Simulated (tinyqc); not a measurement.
sp3s* tight binding: one step. The Hamiltonian without spin-orbit coupling. Two cases, with inputs chosen for the exercise.

Task: Fill in the 10 x 10 matrix.

sp3s* tight binding, nearest neighbours only: anion (a) at 0, cation (c) at a/4 (1,1,1), orbitals s, px, py, pz, s* on each; k in units of 2 pi/a. With phases e_j = exp(i (pi/2) k.n_j) for n = (1,1,1), (1,-1,-1), (-1,1,-1), (-1,-1,1): g0 = (e1+e2+e3+e4)/4, g1 = (e1+e2-e3-e4)/4, g2 = (e1-e2+e3-e4)/4, g3 = (e1-e2-e3+e4)/4. The diagonal holds the levels Esa, Epa, Exa (s*) and Esc, Epc, Exc. Anion-cation block: <sa|sc> = Vss g0; <sa|xc> = Vsapc g1; <xa|sc> = -Vscpa g1; <xa|xc> = Vxx g0; <xa|yc> = <ya|xc> = Vxy g3, <xa|zc> = <za|xc> = Vxy g2, <ya|zc> = <za|yc> = Vxy g1; <s*a|xc> = Vxapc g1; <xa|s*c> = -Vpaxc g1; y and z take g2 and g3 in place of g1; s-s* and s*-s* vanish.

Case 1.

Values chosen (near a published set for AlAs, fitted to gaps, whose masses and valley positions are rough; not measured data): Esa = -7.545 eV (s level of the anion); Epa = 0.982 eV (p level of the anion); Esc = -1.161 eV (s level of the cation); Epc = 3.594 eV (p level of the cation); Exa = 7.474 eV (s* level of the anion); Exc = 6.738 eV (s* level of the cation); Vss = -6.657 eV (s-s); Vxx = 1.873 eV (px-px); Vxy = 4.292 eV (px-py); Vsapc = 5.102 eV (s anion, p cation); Vscpa = 5.499 eV (s cation, p anion); Vxapc = 4.515 eV (s* anion, p cation); Vpaxc = 4.996 eV (p anion, s* cation).

g0, g1, g2, g3: 0.3014261  0.4588773i  0.4588773i  -0.6985739

Case 2.

Values chosen (near a published set for diamond, fitted to gaps, whose masses and valley positions are rough; not measured data): Esa = -4.533 eV (s level of the anion); Epa = 3.85 eV (p level of the anion); Esc = -4.533 eV (s level of the cation); Epc = 3.85 eV (p level of the cation); Exa = 11.384 eV (s* level of the anion); Exc = 11.384 eV (s* level of the cation); Vss = -22.678 eV (s-s); Vxx = 3.846 eV (px-px); Vxy = 11.658 eV (px-py); Vsapc = 15.214 eV (s anion, p cation); Vscpa = 15.214 eV (s cation, p anion); Vxapc = 8.226 eV (s* anion, p cation); Vpaxc = 8.226 eV (p anion, s* cation).

g0, g1, g2, g3: 0.8064535  0.3950775i  0.3950775i  -0.1935465

Give: H(k).

Result:

Case 1.

H(k) (eV), lower triangle (Hermitian):
```
           sa        xa        ya        za       s*a       sc      xc      yc      zc     s*c
sa    -7.5450
xa          0    0.9820
ya          0         0    0.9820
za          0         0         0    0.9820
s*a         0         0         0         0    7.4740
sc    -2.0066   2.5234i   2.5234i    3.8415         0  -1.1610
xc   -2.3412i    0.5646   -2.9983  -1.9695i  -2.0718i        0  3.5940
yc   -2.3412i   -2.9983    0.5646  -1.9695i  -2.0718i        0       0  3.5940
zc    -3.5641  -1.9695i  -1.9695i    0.5646   -3.1541        0       0       0  3.5940
s*c         0   2.2926i   2.2926i    3.4901         0        0       0       0       0  6.7380
```

Case 2.

H(k) (eV), lower triangle (Hermitian):
```
           sa        xa        ya        za       s*a       sc      xc      yc      zc      s*c
sa    -4.5330
xa          0    3.8500
ya          0         0    3.8500
za          0         0         0    3.8500
s*a         0         0         0         0   11.3840
sc   -18.2888   6.0107i   6.0107i    2.9446         0  -4.5330
xc   -6.0107i    3.1016   -2.2564  -4.6058i  -3.2499i        0  3.8500
yc   -6.0107i   -2.2564    3.1016  -4.6058i  -3.2499i        0       0  3.8500
zc    -2.9446  -4.6058i  -4.6058i    3.1016   -1.5921        0       0       0  3.8500
s*c         0   3.2499i   3.2499i    1.5921         0        0       0       0       0  11.3840
```

Computed by tinyqc, one run a case: `OMP_NUM_THREADS=1 python tinyqc.py N N+1 out.jsonl` with N = 1452462, 1452649; one thread of a shared Intel(R) Xeon(R) Processor @ 2.30GHz, about 0.1 s a run at most.
